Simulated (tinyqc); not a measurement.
# Radius, Mott density and mass from the binding energy

Problem. A donor has the isolated binding energy E0 = cc Ry, Ry = (m0 q^3/(8 eps0^2 h^2)) me/eps_r^2 in eV, radius a = q/(8 pi eps0 eps_r E0) and Mott density (0.26/a)^3. Find a, the Mott density and me.

Parameters, values chosen for the exercise:
- eps_r = 10.9 (relative permittivity)
- cc = 1.6 (ratio of the true binding energy to the hydrogenic one)

Constants: q = 1.602176634e-19 C, eps0 = 8.8541878128e-12 F/m, h = 6.62607015e-34 J s, m0 = 9.1093837015e-31 kg. Results are converted to the units shown.

E0 = 55.151097 meV

Answer. Each follows directly from E0.

a = 1.20 nm
Mott density = 1.02e19 cm^-3
me = 0.301 m0

Computed by the program tinyqc: `OMP_NUM_THREADS=1 python tinyqc.py 2330048 2330049 out.jsonl`, one thread of a shared Intel Xeon 2.30GHz, about 0.01 s for the whole run.
